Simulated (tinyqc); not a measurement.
Inside a calculation: defect, radiative and Auger recombination at equal electron and hole densities (ABC model). Values are carried at full precision from step to step, so a last printed digit may differ when a step is redone from the rounded ones.

J/(e d) = Ae n + B n^2 + C n^3 with Ae = A + 4 S/w (four side walls, carriers spread evenly), e = 1.602176634e-19 C, lengths in cm; internal efficiency IQE = B n^2/(Ae n + B n^2 + C n^3); all injected carriers recombine in the layer.

Inputs chosen for the exercise (orders of magnitude like those quoted for Si; shifted at random, so the results belong to these values and not to a real crystal): A = 2100 1/s (defect rate); B = 4.4e-15 cm^3/s (radiative coefficient); C = 1.5e-30 cm^6/s (Auger coefficient); S = 4600 cm/s (recombination velocity of the side walls); w = 550 micrometre (side of the square mesa); d = 81000 nm (active thickness); J = 110 A/cm^2 (current density); ex = 0.14 (extraction efficiency); Eph = 1.1 eV (photon energy).

## The efficiency peak

IQE peaks at n_p = sqrt(Ae/C); with Q = B/sqrt(Ae C), IQE_max = Q/(Q + 2).

Ae = 3.3665e+05 1/s
n_p = 4.737e+17 1/cm^3
Q = 0.006192
IQE_max = 0.00309
J at the peak = 415 A/cm^2

The side walls supply 99 % of Ae.

## Carrier density at the given current

G = J/(e d). Newton steps from the smallest of G/Ae, sqrt(G/B) and (G/C)^(1/3); stop when the relative step is below 1e-9.

G = 8.476e+22 1/(cm^3 s)

Newton steps:
```
step,n (1/cm^3),rate/G,relative step
1,2.5178e+17,1.28576,-0.15
2,2.1297e+17,1.01918,-0.014
3,2.0998e+17,1.00010,-7.6e-05
4,2.0996e+17,1.00000,-2.2e-09
5,2.0996e+17,1.00000,0
```

n = 2.100e+17 1/cm^3

The start is an upper bound and the function is convex, so the steps fall monotonically; 5 are needed.

## Shares, lifetimes and light

Shares of the three paths; lifetime n/G = 1/(Ae + B n + C n^2); differential lifetime 1/(Ae + 2 B n + 3 C n^2) and bandwidth 1/(2 pi tau_d); optical power density ex IQE J Eph/e.

shares: defect 0.8339, radiative 0.0023, Auger 0.1638

lifetime = 2.48e+03 ns
differential lifetime = 1.86e+03 ns
bandwidth = 0.0854 MHz
optical power density = 0.0388 W/cm^2

The defect path is the largest; the device runs below its efficiency peak, where the defect and Auger shares are equal.

## Checks

- Density from Newton steps against bisection (1/cm^3): both 2.0996e+17.

Run: tinyqc, `OMP_NUM_THREADS=1 python tinyqc.py 1650479 1650480 out.jsonl`; Intel(R) Xeon(R) Processor @ 2.30GHz, one thread, shared host; about 0.01 s of CPU time with all checks.
